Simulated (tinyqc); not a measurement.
# Worked calculation: resonant-tunnelling diode, transfer matrices and Tsu-Esaki current

tinyqc, about 0.2 s, one thread, Intel Xeon 2.30GHz (shared host): `OMP_NUM_THREADS=1 python tinyqc.py 2600153 2600154 out.jsonl` Printed values are rounded.

Emitter (band edge 0), barrier d1, well Lw, barrier d2, collector (edge -V). The bias drops linearly over these layers and none in the contacts; each layer is cut into ns equal slices, flat at the value of their centres. E is the energy of motion across the layers, C = hbar^2/(2 m0), psi and psi'/m are continuous. Transport is coherent, T(E) is taken as independent of the transverse momentum, and charge in the well is ignored.

Parameters, values chosen for the exercise; masses and offsets of a made-up heterostructure: temperature T = 300 K; mass in the well, spacer and contacts mw = 0.21 m0; barrier height U1 = 0.66 eV; barrier mass m1 = 0.22 m0; emitter barrier d1 = 1 nm; well width Lw = 2.4 nm; collector barrier d2 = 0.9 nm; slices in each layer ns = 3; Fermi energy of both contacts above their band edges Ef = 0.062 eV; bias of the collector V = 0.16 V; trial energy E = 0.05306 eV.

Constants: q = 1.602176634e-19 C, kB = 1.380649e-23 J/K, hbar = 1.054571817e-34 J s, m0 = 9.1093837015e-31 kg, Vt = kB T/q, hbar^2/(2 m0) = 0.0380998212 eV nm^2. Results are converted to the units shown.

## Slices under bias

U = edge of the layer - V x/Lt at the centre x of each slice, Lt the summed thickness.

```
slice     U (eV)  m (m0)  width (nm)
0       0.653798    0.22    0.333333
1       0.641395    0.22    0.333333
2       0.628992    0.22    0.333333
3      -0.052093    0.21         0.8
4      -0.081860    0.21         0.8
5      -0.111628    0.21         0.8
6       0.527907    0.22         0.3
7       0.516744    0.22         0.3
8       0.505581    0.22         0.3
```

## Running product of the slice matrices at the trial energy

For the pair (psi, psi'/m) a flat layer has M = [[cos kd, (m/k) sin kd], [-(k/m) sin kd, cos kd]] with k = sqrt(m (E - U)/C) above its edge U, and M = [[cosh Kd, (m/K) sinh Kd], [(K/m) sinh Kd, cosh Kd]] with K = sqrt(m (U - E)/C) below it. Later slices stand to the left. With M acting on (psi, psi'/m) and v = k/m in each lead, T(E) = 4 vL vR/[(vL vR M12 - M21)^2 + (vR M11 + vL M22)^2]. vL = sqrt(mw E/C)/mw, vR = sqrt(mw (E + V)/C)/mw.

Product after each layer:
```
                M11  M12 (nm)  M21 (1/nm)       M22
barrier d1  3.25887  0.367517     25.7945   3.21581
well        4.38408  0.559926    -28.0007  -3.34810
barrier d2  2.34661  0.363056     3.48668  0.965591
```

T(E) = 0.247432

## Transmission at three energies near the peak

three energies (eV): 0.054978  0.060178  0.065378

The same product at each energy.

T(E) at these energies: 0.365791  0.555052  0.265597

## Breit-Wigner parameters from a parabola through 1/T(E)

Near a resonance 1/T(E) = (1/Tp) [1 + (2 (E - Er)/G)^2]. With y = 1/T(E) at E0 - h, E0, E0 + h: a = (y1 + y3 - 2 y2)/(2 h^2), b = (y3 - y1)/(2 h), Er = E0 - b/(2 a), 1/Tp = y2 - b^2/(4 a), G = 2 sqrt(1/(Tp a)), tau = hbar/G.

Er = 0.0592520 eV
Tp = 0.569567
G = 11.4526 meV
tau = 57.4728 fs

The true maximum of T(E) lies at 0.058978 eV with height 0.5811 and full width 10.98 meV; the fitted G is 4.3 % above that width.

## Current from the resonance alone

J = J0 times the integral over E > 0 of T(E) N(E), N = ln[(1 + exp((Ef - E)/Vt))/(1 + exp((Ef - V - E)/Vt))], J0 = q^2 mw m0 kB T/(2 pi^2 hbar^3) (times 1e-4 for A/cm^2 per eV). For a sharp resonance J = J0 (pi G/2) Tp N(Er), with Er the peak energy, Tp the peak transmission and G the full width at half maximum (in eV). The three values given are estimates from a parabola through three points of 1/T(E).

J0 = 8.78568e7 A/(cm^2 eV)
N(Er) = 0.745429
J = 671.042 kA/cm^2

The full integral over T(E) gives 602.3 kA/cm^2; the value above is 11 % above it. With the exact position, height and width of the peak (Er = 0.058978 eV, Tp = 0.5811, G = 10.98 meV) the formula is 9.8 % above it.
